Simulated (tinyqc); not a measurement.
# Radius, Mott density and mass from the binding energy

Inverse problem. A donor has the isolated binding energy E0 = cc Ry, Ry = (m0 q^3/(8 eps0^2 h^2)) me/eps_r^2 in eV, radius a = q/(8 pi eps0 eps_r E0) and Mott density (0.26/a)^3. Find a, the Mott density and me.

Values chosen for this exercise: relative permittivity eps_r = 11.8; ratio of the true binding energy to the hydrogenic one cc = 1.

Constants: q = 1.602176634e-19 C, eps0 = 8.8541878128e-12 F/m, h = 6.62607015e-34 J s, m0 = 9.1093837015e-31 kg. Results are converted to the units shown.

E0 = 25.503346 meV

Solution. Each follows directly from E0.

a = 2.39 nm
Mott density = 1.28e18 cm^-3
me = 0.261 m0

Program tinyqc, `OMP_NUM_THREADS=1 python tinyqc.py 2330112 2330113 out.jsonl`; Intel Xeon 2.30GHz, shared host, one thread, about 0.01 s.
